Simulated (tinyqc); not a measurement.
Worked calculation: Hubbard chain of 4 sites. One step of it, computed by the program tinyqc.

Question. The many-body Hamiltonian. Basis: all placements (u, d, 2, 0 on each site), up operators ordered before down ones; hops carry the sign of the same-spin electrons passed.

one-body matrix (hopping and site energies) (eV), order 1, 2, 3, 4:
$$\begin{pmatrix}
0.000000 & -0.850000 & 0.000000 & 0.000000 \\
-0.850000 & 0.000000 & -0.850000 & 0.000000 \\
0.000000 & -0.850000 & 0.000000 & -0.850000 \\
0.000000 & 0.000000 & -0.850000 & 0.000000
\end{pmatrix}$$

U = 2.400000 eV

electrons, up and down: [1, 1]

Give: H.

Answer.

H (eV):
```
         2000     ud00     u0d0     u00d     du00     0200     0ud0     0u0d
2000   2.4000  -0.8500   0.0000   0.0000  -0.8500   0.0000   0.0000   0.0000
ud00  -0.8500   0.0000  -0.8500   0.0000   0.0000  -0.8500   0.0000   0.0000
u0d0   0.0000  -0.8500   0.0000  -0.8500   0.0000   0.0000  -0.8500   0.0000
u00d   0.0000   0.0000  -0.8500   0.0000   0.0000   0.0000   0.0000  -0.8500
du00  -0.8500   0.0000   0.0000   0.0000   0.0000  -0.8500   0.0000   0.0000
0200   0.0000  -0.8500   0.0000   0.0000  -0.8500   2.4000  -0.8500   0.0000
0ud0   0.0000   0.0000  -0.8500   0.0000   0.0000  -0.8500   0.0000  -0.8500
0u0d   0.0000   0.0000   0.0000  -0.8500   0.0000   0.0000  -0.8500   0.0000
d0u0   0.0000   0.0000   0.0000   0.0000  -0.8500   0.0000   0.0000   0.0000
0du0   0.0000   0.0000   0.0000   0.0000   0.0000  -0.8500   0.0000   0.0000
0020   0.0000   0.0000   0.0000   0.0000   0.0000   0.0000  -0.8500   0.0000
00ud   0.0000   0.0000   0.0000   0.0000   0.0000   0.0000   0.0000  -0.8500
d00u   0.0000   0.0000   0.0000   0.0000   0.0000   0.0000   0.0000   0.0000
0d0u   0.0000   0.0000   0.0000   0.0000   0.0000   0.0000   0.0000   0.0000
00du   0.0000   0.0000   0.0000   0.0000   0.0000   0.0000   0.0000   0.0000
0002   0.0000   0.0000   0.0000   0.0000   0.0000   0.0000   0.0000   0.0000

         d0u0     0du0     0020     00ud     d00u     0d0u     00du     0002
2000   0.0000   0.0000   0.0000   0.0000   0.0000   0.0000   0.0000   0.0000
ud00   0.0000   0.0000   0.0000   0.0000   0.0000   0.0000   0.0000   0.0000
u0d0   0.0000   0.0000   0.0000   0.0000   0.0000   0.0000   0.0000   0.0000
u00d   0.0000   0.0000   0.0000   0.0000   0.0000   0.0000   0.0000   0.0000
du00  -0.8500   0.0000   0.0000   0.0000   0.0000   0.0000   0.0000   0.0000
0200   0.0000  -0.8500   0.0000   0.0000   0.0000   0.0000   0.0000   0.0000
0ud0   0.0000   0.0000  -0.8500   0.0000   0.0000   0.0000   0.0000   0.0000
0u0d   0.0000   0.0000   0.0000  -0.8500   0.0000   0.0000   0.0000   0.0000
d0u0   0.0000  -0.8500   0.0000   0.0000  -0.8500   0.0000   0.0000   0.0000
0du0  -0.8500   0.0000  -0.8500   0.0000   0.0000  -0.8500   0.0000   0.0000
0020   0.0000  -0.8500   2.4000  -0.8500   0.0000   0.0000  -0.8500   0.0000
00ud   0.0000   0.0000  -0.8500   0.0000   0.0000   0.0000   0.0000  -0.8500
d00u  -0.8500   0.0000   0.0000   0.0000   0.0000  -0.8500   0.0000   0.0000
0d0u   0.0000  -0.8500   0.0000   0.0000  -0.8500   0.0000  -0.8500   0.0000
00du   0.0000   0.0000  -0.8500   0.0000   0.0000  -0.8500   0.0000  -0.8500
0002   0.0000   0.0000   0.0000  -0.8500   0.0000   0.0000  -0.8500   2.4000
```
